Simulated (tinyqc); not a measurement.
Choosing the offset: vacuum evaporation: vapour pressure, source flux, thickness distribution, purity and step coverage. Computed by tinyqc, a small Python program. Command: `OMP_NUM_THREADS=1 python tinyqc.py 3111147 3111148 out.jsonl evap walk`. One thread of a shared host (Intel(R) Xeon(R) Processor @ 2.30GHz), about 0.01 s of CPU time with the checks.

Molecular flow, unit sticking of the metal, no re-evaporation. The background gas is taken as water vapour (18.015 g/mol, collision diameter 0.37 nm) at 300 K.

Inputs (values chosen for the exercise, modelled on nickel, with constants for the liquid): directionality n = 2; source-to-wafer distance h = 31 cm; wafer radius R = 15 cm.

Method. Rotating wafer, source offset by s and facing upwards: thickness at radius r is the mean over the angle a of (1 + (r^2 + s^2 - 2 r s cos a)/h^2)^(-(n + 3)/2), by 360 equal steps; non-uniformity (max - min)/(max + min) over 21 radii from 0 to R. The curvature at the centre vanishes at s/h = sqrt(2/(n + 3)).

Against the offset:
```
s/h  centre thickness  edge over centre  non-uniformity (%)
0.0            1.0000            0.5910              25.706
0.2            0.9066            0.6334              22.441
0.4            0.6900            0.7522              14.143
0.5            0.5724            0.8314               9.205
0.6            0.4636            0.9160               4.383
0.7            0.3690            0.9992               0.719
0.8            0.2903            1.0750               3.616
0.9            0.2269            1.1392               6.507
1.1            0.1377            1.2266              10.175
```

What does the comparison show, and why?

The best row, s/h = 0.7, has 0.72 % against 26 % on the axis, at the price of a rate lower by a factor 2.71; the small-wafer optimum is sqrt(2/(n + 3)) = 0.63.

Extremes, crossings and ranges named in words are read from the listed rows.
